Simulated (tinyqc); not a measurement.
X-ray photoelectron analysis of a thin oxide on a semiconductor: attenuation lengths, thickness, angle series and band offsets: one step, computed by the program tinyqc. Command: `OMP_NUM_THREADS=1 python tinyqc.py 3113859 3113860 out.jsonl xps walk`. One thread of a shared host (Intel(R) Xeon(R) Processor @ 2.30GHz), about 0.01 s of CPU time with the checks.

The same element is seen in the oxide and in the substrate, at nearly the same kinetic energy; films are flat and uniform, and the work function is ignored.

Question. Peak ratio. R_0 = (rho_o/M_o) L_o/((rho_s/M_s) L_s); peak ratio R = I_ox/I_sub = R_0 [exp(d/(L_o cos theta)) - 1]; hence d = L_o cos theta ln(1 + R/R_0). A carbon layer weakens both peaks alike, by exp(-d_C/(L_o cos theta)) if its L is taken equal to L_o. This R_0 leaves out intrinsic losses from the substrate peak, so calibrated values can be larger.

Inputs (values chosen for the exercise, modelled on SiO2 on silicon): oxide density = 2.26 g/cm^3; oxide formula mass = 60.08 g/mol; substrate density = 2.33 g/cm^3; substrate formula mass = 28.09 g/mol; oxide thickness d = 5.1 nm; emission angle from the normal = 45 degrees; carbon overlayer = 0.6 nm.

L in the oxide = 1.805483 nm

L in the substrate = 1.424771 nm

Give: R_0; d/(L_o cos theta); ratio R; oxide share of the counts; attenuation by carbon; depth 3 L_o cos theta.

Answer.

R_0 = 0.5747

d/(L_o cos theta) = 3.995

ratio R = 30.64

oxide share of the counts = 0.9684

attenuation by carbon = 0.6250

depth 3 L_o cos theta = 3.830 nm
